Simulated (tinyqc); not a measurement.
# A stack of flat layers between unequal leads with mass mismatch, transfer matrices: what changes with what

One electron of energy E comes from the left lead (band edge 0); no transverse momentum. Parabolic bands, masses in units of m0, C = hbar^2/(2 m0); psi and psi'/m are continuous at every interface. The layers follow each other from left to right, then the right lead.

Inputs (values chosen for the exercise); masses and band edges of a made-up stack: mass in the left lead mL = 0.27 m0; band edges of the layers, left to right U = [0.24, 0.25, 0.31, 0.11] eV; masses of the layers m = [0.24, 0.27, 0.24, 0.26] m0; widths of the layers d = [0.4, 1.8, 0.4, 1.5] nm; band edge of the right lead UR = -0.04 eV; mass in the right lead mR = 0.26 m0; electron energy E = 0.221 eV.

Constants: q = 1.602176634e-19 C, hbar = 1.054571817e-34 J s, m0 = 9.1093837015e-31 kg, hbar^2/(2 m0) = 0.0380998212 eV nm^2. Results are converted to the units shown.

Each table varies one quantity; the others keep the values above.

## Transmission against energy

For the pair (psi, psi'/m) a flat layer has M = [[cos kd, (m/k) sin kd], [-(k/m) sin kd, cos kd]] with k = sqrt(m (E - U)/C) above its edge U, and M = [[cosh Kd, (m/K) sinh Kd], [(K/m) sinh Kd, cosh Kd]] with K = sqrt(m (U - E)/C) below it. The matrices are multiplied with later layers to the left. With M acting on (psi, psi'/m) and v = k/m in each lead, T(E) = 4 vL vR/[(vL vR M12 - M21)^2 + (vR M11 + vL M22)^2]. The last column is exp(-2 sum K d) over the layers with U > E.

Transmission against energy:
```
E (eV),T(E),exp(-2 sum K d)
0.034,4.5638e-4,1.8770e-4
0.102,0.0044484,0.0023593
0.169,0.032760,0.018016
0.236,0.21808,0.16413
0.303,0.67060,0.84536
0.371,0.88380,1.0000
0.438,0.97043,1.0000
0.505,0.99993,1.0000
0.572,0.98636,1.0000
0.64,0.96575,1.0000
0.707,0.95793,1.0000
0.774,0.96287,1.0000
```

What does the comparison show?

T(E) runs from 4.56e-4 at 0.034 eV to 0.963 at 0.774 eV; among the rows its largest value is 1.00 at 0.505 eV. In every row a layer is thinner than 0.8 nm, a few atomic planes, where an effective mass is a rough description.

## Effect of the right lead

Same model as above.

The layers inside are not moved.

Effect of the right lead:
```
UR (eV),vR (1/nm),T(E),bare step 4 vL vR/(vL + vR)^2
-0.43,8.107,0.1086,0.9258
-0.34,7.525,0.1149,0.9435
-0.25,6.895,0.1223,0.9616
-0.16,6.202,0.1314,0.9791
-0.071,5.429,0.1426,0.9938
0.019,4.516,0.1570,0.9998
0.109,3.362,0.1737,0.9747
0.199,1.490,0.1554,0.7364
```

What does the table show?

T(E) goes from 0.109 through a maximum of 0.174 (at UR = 0.109 eV among the rows listed) to 0.155, while the bare step between the leads goes from 0.926 through a maximum of 1.00 (at UR = 0.019 eV among the rows listed) to 0.736 (it is 1 where vR equals vL = 4.64 1/nm). The largest T(E) among the rows, 0.1737, is at UR = 0.109 eV. In every row a layer is thinner than 0.8 nm, a few atomic planes, where an effective mass is a rough description.

tinyqc, about 0.01 s, one thread, Intel Xeon 2.30GHz (shared host): `OMP_NUM_THREADS=1 python tinyqc.py 2560132 2560133 out.jsonl`
